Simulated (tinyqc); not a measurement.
What each parameter does: six-band k.p model of the valence band of a wurtzite crystal.

At k = 0: E1 = D1c + D2c + Te + Le (pure HH); E2, E3 = Le + u +/- sqrt(u^2 + 2 D3c^2), u = (D1c - D2c + Te)/2, D1c = Dcr, D2c = D3c = Dso/3. The weight of LH in state 2 is fL = (E2 - Le)^2/((E2 - Le)^2 + 2 D3c^2). Relative strengths of transitions to the conduction band: for E perpendicular to c (TE) 1/2, fL/2, (1 - fL)/2; for E along c (TM) 0, 1 - fL, fL, with one momentum element for both directions.

Strain of a c-plane layer: exx = eyy = e_par, ezz = -2 (C13/C33) e_par; Le = D1 ezz + D2 (exx + eyy), Te = D3 ezz + D4 (exx + eyy).

Conduction edge: Ec = (top of the unstrained valence band) + Eg + (a1 + D1) ezz + (a2 + D2)(exx + eyy).

Inputs chosen for the exercise (near those of GaN; the results hold for these values, not for the real material): Dcr = 0.0152 eV (crystal-field splitting); Dso = 0.0175 eV (spin-orbit splitting); Eg = 3.514 eV (direct gap at Gamma from the top of the unstrained valence band); a1 = -4.99 eV (gap potential along c); a2 = -11.01 eV (gap potential in the plane); D1 = -3.85 eV; D2 = 4.45 eV; D3 = 8.52 eV; D4 = -4.07 eV; C13 = 111 GPa; C33 = 388 GPa; e_par = 0.0023 (exx = eyy of a c-plane layer).

Splittings at k = 0 under the strain, fL and the lowest transition.

Results for these values:
```
case  E1 - E2 (meV)  E1 - E3 (meV)      fL  lowest transition (eV)
base         -11.80          14.57  0.1100                  3.4881
```

What happens to each result for D1 = -4.62 eV, all else kept?

Answer: E1 - E2 does not change at the printed digits; E1 - E3 does not change at the printed digits; fL does not change at the printed digits; lowest transition does not change at the printed digits.

The same for each parameter in turn:
```
case              E1 - E2 (meV)  E1 - E3 (meV)      fL  lowest transition (eV)
base                     -11.80          14.57  0.1100                  3.4881
Dso = 0.014 eV           -12.10          11.37  0.0866                  3.4878
D2 = 3.56 eV             -11.80          14.57  0.1100                  3.4881
Dcr = 0.01216 eV         -14.54          14.26  0.0902                  3.4853
D1 = -4.62 eV            -11.80          14.57  0.1100                  3.4881
e_par = 0.00184           -6.63          15.39  0.1689                  3.4961
C33 = 310.4 GPa          -14.32          14.29  0.0915                  3.4900
D4 = -3.256 eV            -8.53          15.04  0.1430                  3.4876
C13 = 88.8 GPa            -9.82          14.83  0.1284                  3.4865
```

D1 and D2 shift all valence edges and the conduction edge alike, so they drop out of splittings and transitions.

Program tinyqc; command `OMP_NUM_THREADS=1 python tinyqc.py 1051240 1051241 out.jsonl`; about 0.01 s on one thread of a shared Intel(R) Xeon(R) Processor @ 2.30GHz.
